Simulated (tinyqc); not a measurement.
FinFET, parasitic resistance, capacitance and delay: one step of the calculation.

Nf fins under one contact; each has gated perimeter p = 2 Hf + Wf and cross-section A = Hf Wf; contact width Wc = Nf pf, stack height Hs = Hf. Contact length Lc = CPP - Lg - 2 Lsp, shared by two neighbouring gates. Source and drain sides are equal. The formulas are first-order estimates, not field solutions.

Question. Capacitances. With N fins: gate Cg = Cinv p N Lg; per side, plate Cp = ks eps0 [Wc (Hs + Hc) - N A]/Lsp, top fringe Cf = (2/pi) ks eps0 Wc ln(1 + Lg/(2 Lsp)), overlap Co = Cinv p N Lov. Cs = Cp + Cf + Co. An inverter of two such devices driving an equal one has the load CL = 2 (Cg + 2 Cs) + 4 Cs + Cw (its own drains counted twice for the Miller effect).

Parameters, values chosen for the exercise; values close to those of silicon logic devices:
- Nf = 2 (number of fins)
- Hf = 55 nm (fin height)
- Wf = 6 nm (fin width)
- pf = 24 nm (fin pitch)
- Lg = 20 nm (gate length)
- Lsp = 8 nm (spacer length)
- ks = 4.5 (relative permittivity of the spacer)
- Hc = 30 nm (gate height above the channel stack)
- Lov = 1 nm (gate overlap)
- Cinv = 3.3 uF/cm^2 (inversion capacitance)
- Cw = 0.25 fF (wire load)

Constants: eps0 = 8.8541878128e-12 F/m. Results are converted to the units shown.

Give: Cg; Cp; Cf; Co; CL.

Answer.

Cg = 153.12 aF
Cp = 17.033 aF
Cf = 0.98734 aF
Co = 7.6560 aF
CL = 761.65 aF

The channel capacitance gives 40.2 % of CL, the parasitic parts 27.0 % and the wire 32.8 %.

Computed by the program tinyqc: `OMP_NUM_THREADS=1 python tinyqc.py 2170022 2170023 out.jsonl`, one thread of a shared Intel Xeon 2.30GHz, about 0.02 s for the whole run.
